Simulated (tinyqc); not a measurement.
Bandgap voltage reference from two bipolar transistors: one step of the calculation.

Two transistors of area 1 and N carry the same current I. Is(T) = Is (T/T0)^eta exp[(Vg0 q/kB)(1/T0 - 1/T)], VBE1 = Vt ln(I/Is(T)) + I rb, VBE2 = Vt ln(I/(N Is(T))) + I rb/N. The amplifier forces I R1(T) = VBE1 - VBE2 + Vos, with R(T) = R (1 + tc (T - T0)) for both resistors, and the output is Vref = VBE1 + I R2(T). Base currents and the Early effect are neglected.

Task. Resistor for zero slope at T0, ideal case. With tc = 0, Vos = 0 and rb = 0 the current is proportional to T, dVBE/dT = (VBE - Vg0 - (eta - 1) Vt)/T, and Vref has zero slope at T0 when Vref = Vg0 + (eta - 1) Vt0. Find VBE1, its slope, that Vref, R2/R1 and the curvature d2Vref/dT2 = -(eta - 1) kB/(q T0).

Parameters, values chosen for the exercise; values of the order met in silicon bipolar transistors:
- T0 = 300 K (reference temperature)
- Vg0 = 1.166 V (band-gap voltage extrapolated to 0 K)
- eta = 3.2 (temperature exponent of the saturation current)
- Is = 3e-17 A (saturation current of the unit transistor at T0)
- N = 8 (area ratio of the second transistor)
- R1 = 2.6 kohm (resistor across which the difference of VBE falls, at T0)

Constants: q = 1.602176634e-19 C, kB = 1.380649e-23 J/K. Results are converted to the units shown.

Give: VBE1; dVBE/dT; Vref; R2/R1; curvature.

Result.

VBE1 = 0.70469 V
dVBE/dT = -1.7273 mV/K
Vref = 1.2229 V
R2/R1 = 9.6392
curvature = -0.63194 uV/K^2

tinyqc, about 0.02 s, one thread, Intel Xeon 2.30GHz (shared host): `OMP_NUM_THREADS=1 python tinyqc.py 2062049 2062050 out.jsonl`
